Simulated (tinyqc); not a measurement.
# Minority carriers and saturation current of a heavily doped emitter: effects of single changes

n-type, parabolic bands, full ionisation. eta = (EF - Ec)/kB T solves N = Nc F12(eta), F12(x) = (2/sqrt(pi)) int_0^infinity sqrt(u)/(1 + exp(u - x)) du. The gap shrinks rigidly by dEg = a3 y^(1/3) + a4 y^(1/4) + a2 y^(1/2), y = N/1e18 cm^-3, an empirical law that is here taken as the true narrowing.

Inputs (values chosen for the exercise); band and dielectric values close to those of germanium:
- T = 350 K (temperature)
- Eg = 0.671 eV (band gap)
- Nc = 1.29e19 cm^-3 (conduction-band density of states at 350 K)
- Nv = 7.46e18 cm^-3 (valence-band density of states at 350 K)
- N = 4.6e19 cm^-3 (ionised donor density)
- a3 = 12 meV (coefficient of (N/1e18)^(1/3))
- a4 = 6.6 meV (coefficient of (N/1e18)^(1/4))
- a2 = 4.3 meV (coefficient of (N/1e18)^(1/2))
- mup = 160 cm^2/(V s) (minority-hole mobility)
- Cn = 1.6e-31 cm^6/s (Auger coefficient)
- ts = 0.38 us (defect lifetime)
- W = 310 nm (emitter width)

Constants: q = 1.602176634e-19 C, kB = 1.380649e-23 J/K, Vt = kB T/q. Results are converted to the units shown.

Each table varies one quantity; the others keep the values above.

## Effect of the contact

ni = sqrt(Nc Nv) exp(-Eg/(2 Vt)), Eg in volts; degeneracy factor g = F12(eta) exp(-eta); nie^2 = ni^2 exp(dEg/kB T) g, p0 = nie^2/N; apparent narrowing dEg + kB T ln g. 1/tau = Cn N^2 + 1/ts, D = mup Vt, L = sqrt(D tau); J0 = (q p0 D/L)(s + tanh(W/L))/(1 + s tanh(W/L)), s = S L/D; the share recombining inside is 1 - 1/[cosh(W/L)(1 + tanh(W/L)/s)].

Effect of the contact:
```
S (cm/s)  J0 (fA/cm^2)  share inside (%)
80            4.4142e9            99.258
340           4.5169e9            96.923
1500          4.9712e9            87.753
6200          6.7466e9            63.762
26000        1.3236e10            30.824
1.1e5        3.0152e10            11.615
4.8e5        5.1738e10            5.3435
2.1e6        6.2998e10            3.7776
8.8e6        6.6321e10            3.4172
```

Read the table: what changes, and by how much?

J0 rises from 4.41e9 to 6.63e10 fA/cm^2, between the limits q p0 (D/L) tanh(W/L) = 4.38e9 and q p0 (D/L) coth(W/L) = 6.74e10; W/L = 0.26, so passivating the contact can gain at most a factor of 15.4.

## Approximations to the Fermi level

With u = N/Nc: Boltzmann ln u; Joyce-Dixon ln u + 0.353553 u - 4.95009e-3 u^2 + 1.48386e-4 u^3 - 4.42563e-6 u^4; degenerate limit (3 sqrt(pi) u/4)^(2/3). The Einstein ratio is D/(mu Vt) = F12/Fm, Fm(x) = dF12/dx = (1/sqrt(pi)) int_0^infinity u^(-1/2)/(1 + exp(u - x)) du.

Approximations to the Fermi level:
```
N (cm^-3)     N/Nc      eta  Boltzmann  Joyce-Dixon  degenerate  D/(mu Vt)
5.5e17     0.04264   -3.140     -3.155       -3.140      0.1476      1.015
1.2e18     0.09302   -2.342     -2.375       -2.342      0.2482      1.033
2.4e18      0.1860   -1.616     -1.682       -1.616      0.3940      1.065
5.1e18      0.3953  -0.7890    -0.9280      -0.7890      0.6512      1.138
1.1e19      0.8527   0.1386    -0.1593       0.1386       1.087      1.295
2.2e19       1.705    1.123     0.5338        1.123       1.726      1.576
4.7e19       3.643    2.522      1.293        2.522       2.863      2.175
9.8e19       7.597    4.481      2.028        4.478       4.672      3.262
2.1e20       16.28    7.657      2.790        7.563       7.766      5.254
4.3e20       33.33    12.46      3.507        9.824       12.52      8.393
```

What does the comparison show?

Boltzmann is within 0.1 of eta up to N/Nc = 0.19, Joyce-Dixon within 0.01 up to 7.6, and the degenerate limit is off by 0.066 in the last row. The Einstein ratio rises from 1.02 to 8.39: degenerate carriers diffuse faster for the same mobility.

Range of the model: Band tails, non-parabolic bands and incomplete ionisation are left out.

tinyqc, about 0.01 s, one thread, Intel Xeon 2.30GHz (shared host): `OMP_NUM_THREADS=1 python tinyqc.py 2330073 2330074 out.jsonl`
